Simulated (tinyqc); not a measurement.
Metal-induced gap states at the contact of a metal chain and a two-band chain: one step. Density site by site. Three cases, with inputs chosen for the exercise.

Task: D1 = -Im G11/pi, D2 = (t g2)^2 D1, and each further period multiplies by l^2. The sum over all sites is (D1 + D2)/(1 - l^2). The Green functions stand in the order g1, g2.

The semiconductor alternates sites A at -Eg/2 and C at +Eg/2 with hopping -t; the gap runs from -Eg/2 to Eg/2. In the gap cosh(q a) = 1 + (Eg^2/4 - E^2)/(2 t^2) and the amplitude changes by -exp(-q a) a period. The metal has site energy 0 and hopping -tm; its end site has g_m = (E - i sqrt(4 tm^2 - E^2))/(2 tm^2). Sites 1, 2, ... count into the semiconductor, with energies e1, e2 alternating. The clean half chain has g1 = 1/(E - e1 - t^2 g2), g2 = 1/(E - e2 - t^2 g1), decaying root. With the contact G11 = 1/(1/g1 - tc^2 g_m), and the density on site j is -Im G_jj/pi = |psi_j/psi_1|^2 (-Im G11/pi), per spin, with psi_2/psi_1 = -t g2, psi_3/psi_2 = -t g1.

Give: density on sites 1 to 8; Ds, the density per spin summed over the semiconductor.

Case 1.

Values chosen (out of a larger set: gap and optical dielectric constant near those of SiC; the chain itself is a model; not measured data): t = 2.79 eV (hopping in the semiconductor).

l = 0.5774279

g1, g2 (1/eV): -0.1790560  0.4142863

G11 = -0.1286995-0.0987697i 1/eV

Result:

density on sites 1 to 8 (1/eV): 0.03144  0.04200  0.01048  0.01400  0.00350  0.00467  0.00117  0.00156

Ds, the density per spin summed over the semiconductor = 0.11018 1/eV

The first period holds 67 % of the gap states at this energy.

Case 2.

Values chosen (out of a larger set: gap and optical dielectric constant near those of Ge; the chain itself is a model; not measured data): t = 2.86 eV (hopping in the semiconductor).

l = 0.9019823

g1, g2 (1/eV): -0.2306298  0.4781350

G11 = -0.2027775-0.0769915i 1/eV

Result:

density on sites 1 to 8 (1/eV): 0.02451  0.04583  0.01994  0.03728  0.01622  0.03033  0.01320  0.02468

Ds, the density per spin summed over the semiconductor = 0.37728 1/eV

The first period holds 19 % of the gap states at this energy.

Case 3.

Values chosen (out of a larger set: gap and optical dielectric constant near those of HfO2; the chain itself is a model; not measured data): t = 2.39 eV (hopping in the semiconductor).

l = 0.3252737

g1, g2 (1/eV): -0.2776652  0.2050840

G11 = -0.2334820-0.0909691i 1/eV

Result:

density on sites 1 to 8 (1/eV): 0.02896  0.00696  0.00306  0.00074  0.00032  0.00008  0.00003  0.00001

Ds, the density per spin summed over the semiconductor = 0.04016 1/eV

The first period holds 89 % of the gap states at this energy.

Computed by tinyqc, one run a case: `OMP_NUM_THREADS=1 python tinyqc.py N N+1 out.jsonl` with N = 1451739, 1452015, 1452052; one thread of a shared Intel(R) Xeon(R) Processor @ 2.30GHz, about 0.01 s a run at most.
